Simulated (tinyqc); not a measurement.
From results to parameters: diatomic chain. Computed by the program tinyqc.

Problem. A chain of two alternating masses has one spring constant k; at the zone edge omega^2 = 2k/M and 2k/m, and wavenumber = 521.4708 sqrt(omega^2) with omega^2 in eV/(angstrom^2 u). Find k, the heavier mass and the optical wavenumber at q = 0.

wavenumbers at the zone edge (cm^-1): 298.693944  1096.855590
lighter mass = 13.200000 u

Solution. The upper value gives k = m omega^2/2, the ratio of the squares gives M/m, and at q = 0 omega^2 = 2k (1/m + 1/M), the sum of the two.

k = 29.200 eV/angstrom^2
heavier mass = 178.0000 u
optical wavenumber at q = 0 = 1136.7982 cm^-1
